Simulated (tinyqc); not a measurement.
# Hot electrons in a saturated n-channel MOSFET, lucky-electron model: effect of the drain voltage

Beyond pinch-off the lateral field grows as Esat cosh(y/l) over the velocity-saturated region (pseudo-two-dimensional model). Impact ionisation in this region gives the substrate current, which biases the body forward through Rsub. Currents are per width. Local-field laws: they overstate ionisation when the field peak is narrower than an energy relaxation length.

Cox = 3.9 eps0/tox, l = sqrt(3 tox xj), Esat = 2 vs/mu. Overdrive g = Vg - VT + kb Vb; Vdsat = g Esat L/(g + Esat L); Id = Cox vs (g - Vdsat); dV = Vd - Id Rd - Vdsat; Em = sqrt((dV/l)^2 + Esat^2); Isub = Id (Ai/Bi) l Em exp(-Bi/Em). Vb = Rsub Isub is solved self-consistently. Lifetime tau = (Hl/Id)(Isub/Id)^(-m); 1 year = 3.15576e7 s.

Values chosen for this exercise; values close to those of silicon n-channel devices:

| symbol | value | unit | meaning |
|---|---|---|---|
| L | 1.2 | um | channel length |
| tox | 31 | nm | oxide thickness |
| xj | 410 | nm | junction depth |
| VT | 0.54 | V | threshold |
| mu | 380 | cm^2/(V s) | effective mobility |
| vs | 7.1e6 | cm/s | saturation velocity |
| Ai | 2e6 | 1/cm | ionisation prefactor |
| Bi | 1.64 | MV/cm | ionisation field |
| Rd | 700 | ohm um | resistance of the lightly doped drain |
| Rsub | 15000 | ohm um | substrate resistance |
| kb | 0.34 |  | fall of VT per volt of forward body bias |
| m | 3.2 |  | lifetime exponent |
| Hl | 14000 | s uA/um | lifetime constant |
| Vg | 2.6 | V | gate voltage |

Constants: eps0 = 8.8541878128e-14 F/cm where lengths are in cm. Results are converted to the units shown.

Result of one run:
```
Id (uA/um),Em (MV/cm),Isub (uA/um),Isub/Id,tau (years)
51.33,0.2260,0.1948,0.003795,482.3
```

Which drain voltage Vd gave this result: 3.2, 4.69, 5.06 or 5.8 V?

Vd = 5.8 V.

The whole series:
```
Vd (V),Id (uA/um),Em (MV/cm),Isub (uA/um),Isub/Id,tau (years)
3.2,51.28,0.09722,5.603e-6,1.092e-7,1.637e17
3.57,51.28,0.1149,8.929e-5,1.741e-6,2.325e13
3.94,51.28,0.1330,7.172e-4,1.398e-5,2.958e10
4.31,51.29,0.1513,0.003619,7.056e-5,1.666e8
4.69,51.29,0.1702,0.01359,2.650e-4,2.414e6
5.06,51.29,0.1887,0.03881,7.567e-4,8.404e4
5.43,51.30,0.2073,0.09299,0.001812,5133
5.8,51.33,0.2260,0.1948,0.003795,482.3
```

As Vd goes from 3.2 to 5.8 V, Em rises from 0.0972 to 0.226 MV/cm, Isub rises from 5.60e-6 to 0.195 uA/um and tau falls from 1.64e17 to 482 years. The slope of ln(tau) against 1/Vd is 274 V between the first two rows and 201 V between the last two. For Vd = 3.2 to 5.43 V tau is a far extrapolation that only says that hot carriers are no limit.

tinyqc, about 0.01 s, one thread, Intel Xeon 2.30GHz (shared host): `OMP_NUM_THREADS=1 python tinyqc.py 2550086 2550087 out.jsonl`
